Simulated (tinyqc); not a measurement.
Quarter-wave Bragg mirror and the threshold of a vertical cavity: one step of the calculation.

N pairs of lossless layers, each a quarter wave thick at lam, in the order nL, nH from the incident medium n0 to the exit medium ns; normal incidence, no dispersion. At wavelength lam + dw each layer has the phase d = (pi/2) lam/(lam + dw) and the matrix [[cos d, i sin d/n], [i n sin d, cos d]].

Problem. Matrix of the stack. M = (M of one pair)^N.

Values chosen for this exercise:
- N = 13 (number of pairs)

M of one pair:
```
                           1                          2
1  -1.200689942+0.000000000i   0.000000000-0.018349276i
2   0.000000000-0.189699075i  -0.829955448+0.000000000i
```

Find: M.

Solution.

M:
```
               1             2
1  -9.971+0.000i  0.000-0.501i
2   0.000-5.184i  0.160+0.000i
```

Numbers from tinyqc (`OMP_NUM_THREADS=1 python tinyqc.py 2650111 2650112 out.jsonl`; about 0.01 s on one thread of a shared Intel Xeon 2.30GHz).
